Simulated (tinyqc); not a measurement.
Sharing a fixed EOT between the layers.

Without charge in the stack, a voltage of 0.6 V over an EOT of 1.9 nm gives F1 = (V/EOT)(3.9/e1) and F2 = F1 e1/e2; t2 = e2 (EOT/3.9 - t1/e1).

Parameters, values chosen for the exercise:
```
symbol  value  unit                           meaning
e1       3.82        relative permittivity of layer 1
e2       24.6        relative permittivity of layer 2
```

Sharing a fixed EOT between the layers:
```
t1 (nm)  t2 (nm)  physical thickness (nm)  drop over layer 1 (V)  drop over layer 2 (V)
0         11.985                   11.985                      0                0.60000
0.23      10.503                   10.733               0.074153                0.52585
0.45      9.0867                   9.5367                0.14508                0.45492
0.68      7.6056                   8.2856                0.21923                0.38077
0.9       6.1888                   7.0888                0.29016                0.30984
1.13      4.7077                   5.8377                0.36432                0.23568
1.36      3.2265                   4.5865                0.43847                0.16153
1.58      1.8097                   3.3897                0.50940               0.090603
```

What does the table show?

Each 0.1 nm of layer 1 costs 0.644 nm of layer 2, so the physical thickness falls from 12.0 to 3.39 nm. The fields do not change, 3.22 MV/cm in layer 1 and 0.501 MV/cm in layer 2, and layer 1 takes half of the voltage at t1 = 0.931 nm.

Computed by the program tinyqc: `OMP_NUM_THREADS=1 python tinyqc.py 2010171 2010172 out.jsonl`, one thread of a shared Intel Xeon 2.30GHz, about 0.01 s for the whole run.
